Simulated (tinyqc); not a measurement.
From one set of inputs to another, one input at a time: correction of a charged-defect supercell by a model charge and potential alignment (plane-averaged potentials). Computed by tinyqc, a small Python program. Command: `OMP_NUM_THREADS=1 python tinyqc.py 3113970 3113971 out.jsonl align ladder`. One thread of a shared host (Intel(R) Xeon(R) Processor @ 2.30GHz), about 0.02 s of CPU time with the checks.

The "true" defect charge is (1 - x) q in a Gaussian of width sigma plus x q in one of width sigma_t, so the exact answer is known; the correction sees only a single model Gaussian of width sigma_m. A Gaussian of width s has the transform rho(G) = exp(-G^2 s^2/2), normalised to 1. A uniform background cancels q, so G = 0 is left out. Potentials are those felt by a unit positive charge. E_0 is the formation energy of the isolated defect, E_cell its value in the supercell, E_lat = E_iso - E_per of the model charge, C the true less the model potential far from the defect; the exact correction is E_0 - E_cell, and the error of a scheme is E_cell plus its correction less E_0.

The inputs printed are set A. Inputs not listed in the table keep their values of set A, so the rows need not describe a real material.

Inputs (values chosen for the exercise, with screening close to that of Al2O3): defect charge q = -3 e; dielectric constant eps = 9.09; edge of the cubic cell L = 14.5 angstrom; width sigma of the true defect charge = 1.1 angstrom; width sigma_m of the model charge = 0.94 angstrom; share x of the charge in a wide tail = 0.1; width sigma_t of the tail = 1.7 angstrom; formation energy of the isolated defect E_0 = 4.08 eV.

Constants: e^2/(4 pi eps_0) = 14.39964548 eV angstrom.

Method:
- Periodic energy E_per = (2 pi q^2/(eps L^3)) (e^2/(4 pi eps_0)) sum_(G != 0) rho(G)^2/G^2, G = (2 pi/L)(n1, n2, n3), |n_i| <= 16. Isolated energy: two Gaussians of charges q_a, q_b and widths a, b interact by q_a q_b (e^2/(4 pi eps_0 eps)) sqrt(2/pi)/sqrt(a^2 + b^2), and the self-energy is half the sum over pairs.
- Supercell value E_cell = E_0 + E_per - E_iso for the true charge.
- E_lat = E_iso - E_per for the model charge; point-charge value alpha q^2 e^2/(4 pi eps_0 eps 2 L) with alpha = 2.837297.
- Plane-averaged potential at distance z from the defect: V(z) = (4 pi q/(eps L^3)) (e^2/(4 pi eps_0 e)) sum_(m != 0) rho(G_m) cos(G_m z)/G_m^2, G_m = 2 pi m/L, |m| <= 40.
- C = difference at z = L/2; E_corr = E_cell + E_lat - q C. For charges that have died out at L/2, C = (2 pi q/(eps L^3)) (e^2/(4 pi eps_0 e)) (<s^2> - sigma_m^2), <s^2> = (1 - x) sigma^2 + x sigma_t^2.

Each row keeps all changes above it; columns: (1) input moved; (2) from; (3) to; (4) exact correction (eV); (5) error without alignment (meV); (6) error with the point-charge term alone (meV):
```
(1)                                                (2)   (3)     (4)     (5)     (6)
set A                                                -     -  1.3544  14.527  40.490
share x of the charge in a wide tail               0.1     0  1.3593   9.591  35.554
dielectric constant eps                           9.09    10  1.2356   8.718  32.319
width sigma_t of the tail (angstrom)               1.7   1.6  1.2356   8.718  32.319
edge of the cubic cell L (angstrom)               14.5  12.2  1.4527  14.637  54.260
width sigma_m of the model charge (angstrom)      0.94  0.82  1.4527  24.108  54.260
width sigma of the true defect charge (angstrom)   1.1  0.95  1.4665  10.318  40.471
```

Where does the difference come from?

Exact correction goes from 1.35 to 1.47, a factor 1.08 in all. The largest single move comes from edge of the cubic cell L (a factor 1.18), and dielectric constant eps works against it (a factor 0.909). Error without alignment goes from 14.5 to 10.3, a factor 0.710 in all. The largest single move comes from width sigma of the true defect charge (a factor 0.428), and edge of the cubic cell L works against it (a factor 1.68). error with the point-charge term alone ends near its start, 40.5; the largest single move comes from edge of the cubic cell L (a factor 1.68). The single moves hold for this order of the switches; the total does not depend on the order.

Extremes, crossings and ranges named in words are read from the listed rows.
